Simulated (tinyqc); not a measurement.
# Band bending at a free surface with a continuum of surface states, surface photovoltage and Kelvin probe: several studies

n-type bulk, xi = Ec - EF = Vt ln(Nc/Nd), p0 = ni^2/Nd, ni = sqrt(Nc Nv) exp(-Eg/(2 Vt)), Eg in volts. b is the upward band bending, u = b/Vt. Space charge per area, in units of q: Qc = sign(b) sqrt((2 eps0 eps_r Vt/q) [(Nd + dn)(exp(-u) - 1) + Nd u + (p0 + dn)(exp(u) - 1)]), with dn the excess density under light (flat quasi-Fermi levels; 0 in the dark). The states hold -Ds (E0 - xi - b): negative while the Fermi level lies above the neutrality level. Neutrality: Qc + Qf + (charge of the states) = 0.

Values chosen for this exercise; band and dielectric values those of a made-up semiconductor: temperature T = 350 K; band gap Eg = 0.884 eV; relative permittivity eps_r = 12.1; conduction-band density of states at T Nc = 4.28e19 cm^-3; valence-band density of states at T Nv = 4.27e19 cm^-3; electron affinity chi = 5.19 eV; donor density Nd = 2.7e16 cm^-3; fixed positive charge at the surface Qf = 0 cm^-2; work function of the probe tip pt = 4.51 eV; density of surface states Ds = 2.2e12 cm^-2 eV^-1; depth of their neutrality level below the conduction edge E0 = 0.47 eV.

Constants: q = 1.602176634e-19 C, kB = 1.380649e-23 J/K, Vt = kB T/q, eps0 = 8.8541878128e-14 F/cm where lengths are in cm. Results are converted to the units shown.

Each table varies one quantity; the others keep the values above.

## Photovoltage against injection

Under chopped light the surface charge keeps its dark value, so b falls to bL with Qc(bL, dn) = Qc(b, 0); the photovoltage is b - bL.

Result of one run:
```
dn (cm^-3)  bL (V)  photovoltage (mV)  share of b removed (%)
9e12        0.1508              1.480                  0.9721
```

What becomes of these results when the excess carrier density under light dn is changed from 9e12 to 5.5e10 cm^-3, all else the same?

Result of the changed run:
```
dn (cm^-3)  bL (V)  photovoltage (mV)  share of b removed (%)
5.5e10      0.1522           0.009500                0.006240
```

The whole series:
```
dn (cm^-3)   bL (V)  photovoltage (mV)  share of b removed (%)
2.6e7        0.1522           4.493e-6                2.951e-6
3.3e8        0.1522           5.702e-5                3.745e-5
4.3e9        0.1522           7.430e-4                4.880e-4
5.5e10       0.1522           0.009500                0.006240
7e11         0.1521             0.1205                 0.07913
9e12         0.1508              1.480                  0.9721
1.2e14       0.1390              13.28                   8.721
1.5e15       0.1033              48.96                   32.16
1.9e16      0.05503              97.22                   63.86
2.5e17      0.01922              133.0                   87.38
```

The photovoltage rises from 4.49e-6 to 133 mV, towards the full b = 152 mV. Its steepest rise is 43.8 mV a decade (Vt ln 10 = 69.4 mV), and it reaches 87.4 % of b in the last row: even strong light does not flatten the bands fully, so a saturation reading understates b. For dn = 2.5e17 the injection is high, and a Dember voltage, left out here, adds to the signal.

## Kelvin-probe contrast of the doping

Same model as above.

Work function chi + xi + b; contact potential difference CPD = (work function of the sample) - pt. b solves the neutrality condition in the dark.

Results:
```
Nd (cm^-3)  xi (eV)    b (V)  CPD (mV)
8.3e15       0.2578   0.1580      1096
2.3e16       0.2271   0.1541      1061
6.6e16       0.1953   0.1357      1011
1.9e17       0.1634   0.1060     949.3
5.3e17       0.1324  0.07478     887.2
4.2e18      0.07002  0.03114     781.2
```

Estimate the missing row, Nd = 1.5e18 cm^-3.

Computed row:
```
Nd (cm^-3)  xi (eV)    b (V)  CPD (mV)
1.5e18       0.1011  0.04891     830.0
```

With this row back in the table: xi falls by 188 mV over the table and the CPD by 315 mV; b falls from 0.158 to 0.0311 V. Between the first two rows the CPD follows 113 % of the change of xi, and between the last two 157 %. It exceeds 100 % where b falls as the doping rises.

## Pinning by the surface states

Same model as above.

Pinning by the surface states:
```
Ds (cm^-2 eV^-1)     b (V)  xi + b (eV)  Qc (cm^-2)
2.4e10            0.002439       0.2247     5.888e9
6.7e10            0.006847       0.2291    1.614e10
1.8e11             0.01859       0.2408    4.125e10
5.1e11             0.05235       0.2746    9.966e10
1.4e12              0.1192       0.3415    1.799e11
3.9e12              0.1868       0.4090    2.379e11
1.1e13              0.2237       0.4460    2.644e11
2.9e13              0.2383       0.4605    2.742e11
8.1e13              0.2443       0.4666    2.781e11
```

b rises from 0.00244 to 0.244 V. The Fermi level moves towards E0 = 0.47 eV and is within 3.43 meV of it in the last row; it is half-way there at the Ds that solves Ds b = Qc(b) + Qf with b = (E0 - xi)/2, 1.49e12 cm^-2 eV^-1.

Program tinyqc, `OMP_NUM_THREADS=1 python tinyqc.py 2430153 2430154 out.jsonl`; Intel Xeon 2.30GHz, shared host, one thread, about 0.01 s.
